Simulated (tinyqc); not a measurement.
Capacitance measurement on a leaky thin oxide: effects of series resistance and leakage: one step of the calculation.

The device is a capacitance C in parallel with a leakage conductance G, in series with Rs and Ls. An impedance meter reports either a parallel pair (Cp, Gp) from Y = 1/Z = Gp + i w Cp or a series pair (Cs, Rm) from Z = Rm + 1/(i w Cs); w = 2 pi f, dissipation D = Gp/(w |Cp|).

Question. True capacitance and conductance. EOT = 3.9 tox/eox; CET = EOT + zc + zp; C = 3.9 eps0 A/CET; G = Jg A/Vs.

Parameters, values chosen for the exercise; values of the order met in thin-oxide MOS capacitors: relative permittivity of the gate insulator (close to silicon dioxide) eox = 3.9; insulator thickness tox = 2.5 nm; gate area A = 10000 um^2; oxide-equivalent thickness added by the accumulation layer zc = 0.48 nm; oxide-equivalent thickness added by gate depletion zp = 0 nm; gate leakage current density, not matched to the thickness Jg = 0.0018 A/cm^2; voltage for an e-fold rise of the leakage Vs = 0.21 V.

Constants: eps0 = 8.8541878128e-14 F/cm where lengths are in cm. Results are converted to the units shown.

Give: EOT; CET; C; G.

Answer.

EOT = 2.5000 nm
CET = 2.9800 nm
C = 115.88 pF
G = 0.85714 uS

tinyqc, about 0.01 s, one thread, Intel Xeon 2.30GHz (shared host): `OMP_NUM_THREADS=1 python tinyqc.py 2022009 2022010 out.jsonl`
